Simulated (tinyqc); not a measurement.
## Radius, Mott density and mass from the binding energy

Question. A donor has the isolated binding energy E0 = cc Ry, Ry = (m0 q^3/(8 eps0^2 h^2)) me/eps_r^2 in eV, radius a = q/(8 pi eps0 eps_r E0) and Mott density (0.26/a)^3. Find a, the Mott density and me.

Inputs (values chosen for the exercise): relative permittivity eps_r = 13; ratio of the true binding energy to the hydrogenic one cc = 1.3.

Constants: q = 1.602176634e-19 C, eps0 = 8.8541878128e-12 F/m, h = 6.62607015e-34 J s, m0 = 9.1093837015e-31 kg. Results are converted to the units shown.

E0 = 7.0226308 meV

Answer. Each follows directly from E0.

a = 7.886 nm
Mott density = 3.583e16 cm^-3
me = 0.06710 m0

tinyqc, about 0.01 s, one thread, Intel Xeon 2.30GHz (shared host): `OMP_NUM_THREADS=1 python tinyqc.py 2330095 2330096 out.jsonl`
